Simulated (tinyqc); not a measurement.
Epitaxial growth on a vicinal surface: Burton-Cabrera-Frank step flow, step-edge barrier and island nucleation: one step, computed by the program tinyqc.

Adatoms land at rate F, hop on a square grid (a simplification for hexagonal faces), desorb, or join steps. Lengths are in units of a and n is the adatom coverage. Steps ascend at x = 0 and descend at x = l.

Question. Scales. D = nu exp(-E_d/(k_B T)) (a^2/s, nu counted per direction); tau = exp(E_a/(k_B T))/nu; x_s = sqrt(D tau); n_eq = exp(-E_f/(k_B T)); terrace width l = h/(a tan(miscut)); Schwoebel length l_s = exp(E_s/(k_B T)) - 1. Temperatures in kelvin are T(C) + 273.15.

Inputs (values chosen for the exercise, close to those used for GaAs(001)):
```
quantity,value,unit
site spacing a,4,angstrom
step height h,2.83,angstrom
diffusion barrier E_d,1.31,eV
desorption energy E_a,2.65,eV
adatom formation energy E_f,0.837,eV
step-edge barrier E_s,0.22,eV
attempt frequency nu,10,THz
miscut angle,1,degrees
temperature T,560,C
```

Constants: k_B = 8.617333262e-05 eV/K.

Give: D; lifetime tau; diffusion length x_s; equilibrium coverage n_eq; terrace width l; Schwoebel length l_s.

Answer.

D = 1.190e+05 a^2/s

lifetime tau = 1072 s

diffusion length x_s = 11295 a

equilibrium coverage n_eq = 8.648e-06

terrace width l = 40.53 a

Schwoebel length l_s = 20.42 a

l/x_s = 0.00359: nearly every adatom reaches a step.
